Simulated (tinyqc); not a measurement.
What the shift does to the intrinsic density: temperature and isotope dependence of a band gap in oscillator models.

E(T) = E0 - sum_i sl_i th_i n_i(T), n = 1/(exp(th/T) - 1). The same coupling lowers the gap at 0 K by the zero-point term ZP = sum_i sl_i th_i/2, so the gap of the static lattice is E0 + ZP. Thermal expansion is taken as part of the slopes.

Constants: kB = 8.617333262e-05 eV/K; hbar^2/2m0 = 3.80998211 eV angstrom^2.

Parameters, chosen for this exercise (near those of InAs; the results hold for these values, not for the real material):
```
symbol  value             unit   meaning
E0      0.418             eV     gap at 0 K
th      (58, 175)         K      temperatures of two oscillators
sl      (0.0607, 0.2153)  meV/K  their high-temperature slopes
mm      0.1               m0     geometric mean of the density-of-states masses
```

ni = 2 (mm kT/(4 pi c))^(3/2) exp(-E/2kT), c = hbar^2/2m0, with E(T) and with E0; 1 angstrom^-3 = 1e24 cm^-3. Apparent gap from an Arrhenius plot of ni/T^(3/2): E(T) - T dE/dT, dE/dT = -sum sl_i (th_i/T)^2 n_i (1 + n_i).

Results:
```
T (K)  E(T) (eV)  ni (cm^-3)  ni with E(T) / ni with E0  apparent gap (eV)
200       0.3806    6.92e+12                      2.959             0.4331
250       0.3674    1.20e+14                      3.240             0.4341
300       0.3539    8.45e+14                      3.453             0.4349
350       0.3404    3.54e+15                      3.621             0.4354
400       0.3268    1.07e+16                      3.755             0.4358
500       0.2995    5.29e+16                      3.957             0.4363
700       0.2446    3.72e+17                      4.210             0.4370
```

Using E0 in place of E(T) understates ni by a factor that rises from 2.96 to 4.21, towards exp(sum sl/2kB) = 5.0. The slope of an Arrhenius plot returns neither E(T) nor E0 but the intercept of the tangent, 0.4349 eV at 300 K, which lies 17 meV above E0 and tends to the static gap 0.4386 eV.

(tinyqc, `OMP_NUM_THREADS=1 python tinyqc.py 1880324 1880325 out.jsonl`, Intel(R) Xeon(R) Processor @ 2.30GHz, 1 thread, shared host, about 0.01 s.)
